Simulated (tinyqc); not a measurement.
Deal-Grove kinetics of thermal oxidation of silicon: one step, computed by the program tinyqc. Command: `OMP_NUM_THREADS=1 python tinyqc.py 3011164 3011165 out.jsonl oxide walk`. One thread of a shared host (Intel(R) Xeon(R) Processor @ 2.30GHz), about 0.02 s of CPU time with the checks.

Oxidant diffuses through the oxide and reacts at the interface, so that dx/dt = B/(A + 2x) for the oxide thickness x.

Question. Two steps, the one at T2 first. B = B0 p exp(-E_B/(k_B T)), B/A = (B/A)0 p^m exp(-E_A/(k_B T)), p in atm; A = B/(B/A). Temperatures in kelvin are T(C) + 273.15. tau = (x_i^2 + A x_i)/B and x = (A/2) [sqrt(1 + 4 B (t + tau)/A^2) - 1], the root of x^2 + A x = B (t + tau). First t2 at T2 from x_i, then t at T from the thickness reached.

Inputs (values chosen for the exercise, close to those used for silicon):
```
quantity,value,unit
prefactor B0,766,um^2/h
activation energy E_B,1.22,eV
prefactor (B/A)0,5.78e+06,um/h
activation energy E_A,2.02,eV
temperature T,1150,C
oxidant pressure p,10,atm
pressure exponent m of B/A,0.79,-
initial oxide x_i,0.01,um
time t,1.7,h
"temperature of step 2, T2",1150,C
"time of step 2, t2",0.22,h
```

Ambient: dry oxygen. Surface: (111). Extension: second step.

length A = 0.1463282 um

parabolic constant B = 0.3663215 um^2/h

Constants: k_B = 8.617333262e-05 eV/K.

Give: thickness after t2 at T2; final thickness in this order.

Answer.

thickness after t2 at T2 = 0.2227 um

final thickness in this order = 0.7696 um
